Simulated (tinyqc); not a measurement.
Inside a calculation. Model: pressure-driven transition between two phases with analytic equations of state. Computed by tinyqc, a small Python program that keeps every step. Command: `OMP_NUM_THREADS=1 python tinyqc.py 3030839 3030840 out.jsonl transition walk`. One thread of a shared host (Intel(R) Xeon(R) Processor @ 2.30GHz), about 0.03 s of CPU time with the checks. Intermediate numbers are printed to about 5 digits and carried at full precision; extremes and crossings named in words are read from the listed rows.

Each phase obeys E = E0 + (B0 V/B') [(V0/V)^B'/(B' - 1) + 1] - B0 V0/(B' - 1), P = (B0/B') [(V0/V)^B' - 1]; E0 = 0 for phase 1 and Delta E0 for phase 2. H = E + P V.

Inputs (values chosen for the exercise, for two model phases): volume V0 of phase 1 = 19.7 angstrom^3/atom; B0 of phase 1 = 140 GPa; B' of phase 1 = 3.94; volume V0 of phase 2 = 16.7 angstrom^3/atom; B0 of phase 2 = 137 GPa; B' of phase 2 = 5.11; energy of phase 2 above phase 1, Delta E0 = 0.2 eV/atom; entropy of phase 2 less phase 1, Delta S = -0.099 k_B/atom; temperature T = 900 K.

Equation of state: Murnaghan.

Constants: 1 eV/angstrom^3 = 160.2176634 GPa; k_B = 8.617333262e-05 eV/K.

## First estimate from rigid phases

If neither phase were compressed, P = Delta E0/(V0 of phase 1 - V0 of phase 2).

rigid estimate = 10.681 GPa

## One Newton step

At the estimate, solve P(V) = P for each phase, form H, and step P(new) = P - (H_2 - H_1)/(V_2 - V_1), since dH/dP = V.

V_1 = 18.429 angstrom^3

H_1 = 1.2686 eV

V_2 = 15.639 angstrom^3

H_2 = 1.2756 eV

next pressure = 11.082 GPa

## Transition pressure at zero temperature

Start from P = Delta E0/(V0 of phase 1 - V0 of phase 2); at each P solve P(V) = P for both phases and step P(new) = P - (H_2 - H_1)/(V_2 - V_1); stop when |H_2 - H_1| < 1e-10 eV. At the zero-temperature transition the volume change is V_2/V_1 - 1 and the work is P (V_1 - V_2).

Iterations:
```
step  P (GPa)  V_1 (angstrom^3)  V_2 (angstrom^3)  H_2 - H_1 (meV)
0      10.681            18.429            15.639       6.9846e+00
1      11.082            18.388            15.607       9.8231e-03
2      11.083            18.388            15.607       1.9501e-08
```

transition pressure = 11.083 GPa

V_1 at the transition = 18.388 angstrom^3

V_2 at the transition = 15.607 angstrom^3

volume change = -15.127 %

work P (V_1 - V_2) = 0.19241 eV/atom

The rigid estimate is low by 3.6 %: phase 1 shrinks faster than phase 2, so the volume gain narrows under pressure.

## Enthalpies against pressure

For each P solve P(V) = P in both phases.

Both phases:
```
P (GPa)  V_1 (angstrom^3)  V_2 (angstrom^3)  H_2 - H_1 (meV/atom)   stable
0.0                19.700            16.700                200.00  phase 1
2.8                19.324            16.378                148.04  phase 1
5.5                18.993            16.101                 98.85  phase 1
8.3                18.678            15.841                 48.79  phase 1
10.0               18.498            15.696                 18.87  phase 1
12.0               18.298            15.534                -15.87  phase 2
14.0               18.107            15.382                -50.13  phase 2
18.0               17.754            15.103               -117.24  phase 2
```

H_2 - H_1 changes with slope V_2 - V_1, from -3.000 to -2.651 angstrom^3 per atom over the table, and passes zero at 11.08 GPa. An error of 10 meV per atom in Delta E0 moves the transition by about 0.58 GPa.

## Shift with temperature

At T the condition is H_2 - H_1 - T Delta S = 0, with Delta S constant and thermal expansion left out; the Clausius-Clapeyron slope is dP/dT = Delta S/(V_2 - V_1) at the zero-temperature point.

Clapeyron slope = 0.49139 MPa/K

transition pressure at T = 11.526 GPa

linear estimate at T = 11.525 GPa

The dense phase has the lower entropy, so heating raises the transition pressure. Caution: a constant Delta S holds only at high temperature; it vanishes as T goes to 0, so the shift counted from T = 0 is somewhat too large.

Checks made by the program: slope of the common tangent, -(E_2 - E_1)/(V_2 - V_1) (relative difference below 1e-10).
